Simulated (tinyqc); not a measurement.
Interfaces: Cahn-Hilliard equation on a periodic one-dimensional grid. Computed by tinyqc, a small Python program. Command: `OMP_NUM_THREADS=1 python tinyqc.py 3004269 3004270 out.jsonl cahn walk`. One thread of a shared host (Intel(R) Xeon(R) Processor @ 2.30GHz), about 0.02 s of CPU time with the checks.

Free energy F = h sum_j [A (c_j^2 - 1)^2/4 + (kappa/2) ((c_(j+1) - c_j)/h)^2]; dc/dt = Lap(mu), mu = A (c^3 - c) - kappa Lap(c), Lap(y)_j = (y_(j+1) - 2 y_j + y_(j-1))/h^2, mobility 1; the grid has n = 12 points.

Inputs (values chosen for the exercise, in reduced units):

| quantity | value | unit |
|---|---|---|
| spacing h | 1.5 | - |
| well depth A | 1.3 | - |
| gradient coefficient kappa | 1.6 | - |
| mean composition c0 | 0.23 | - |
| noise amplitude | 0.1 | - |
| time step dt | 0.16 | - |
| end time | 60 | - |

Scheme: explicit Euler.

Method:
- Start: c_j = c0 + amplitude x (z_j - mean of z).
- c(new) = c + dt Lap(mu).
- Run to the end time; break off if |c| exceeds 3 or F has risen by more than 1e-9 in more than 30 steps. Domains = stretches with c > c0.
- Continuum wall between c = -1 and +1: c = tanh(x/w), w = sqrt(2 kappa/A), energy s = (2/3) sqrt(2 kappa A). With two walls per domain, the estimate of F at the end is 2 x domains x s. Volume fraction of the +1 phase by the lever rule: (1 + c0)/2.

random numbers: 0.883  -0.218  -0.884  -0.950  0.069  -0.115  0.380  -0.383  -0.273  0.289  -0.413  0.477

Course:

| step | t | F | min c | max c | domains |
|---|---|---|---|---|---|
| 0 | 0.00 | 5.24924 | 0.144483 | 0.327783 | 4 |
| 8 | 1.28 | 5.23719 | 0.135120 | 0.313033 | 2 |
| 19 | 3.04 | 5.22949 | 0.112520 | 0.322884 | 2 |
| 38 | 6.08 | 5.20302 | 0.046029 | 0.375866 | 2 |
| 56 | 8.96 | 5.14551 | -0.056678 | 0.444619 | 2 |
| 75 | 12.00 | 5.02639 | -0.213412 | 0.538589 | 2 |
| 112 | 17.92 | 4.75896 | -0.515899 | 0.721258 | 2 |
| 150 | 24.00 | 4.62010 | -0.645384 | 0.778449 | 2 |
| 206 | 32.96 | 3.99523 | -0.765246 | 0.738607 | 1 |
| 262 | 41.92 | 2.88879 | -0.859017 | 0.817006 | 1 |
| 319 | 51.04 | 2.61968 | -0.920472 | 0.967359 | 1 |
| 375 | 60.00 | 2.60800 | -0.935664 | 0.996697 | 1 |

F at the end = 2.60800

c at the end: 0.562533  -0.495090  -0.882249  -0.935664  -0.810334  -0.219508  0.706128  0.948248  0.992399  0.996697  0.983984  0.912856

wall half width w = 1.5689

wall energy s = 1.3597

estimate of F = 2.7195

volume fraction = 0.615

w/h = 1.0460

What follows from these numbers?

The run ends at F = 2.6080, 0.96 of the estimate: close to it, but the extremes of c are -0.936 and 0.997.
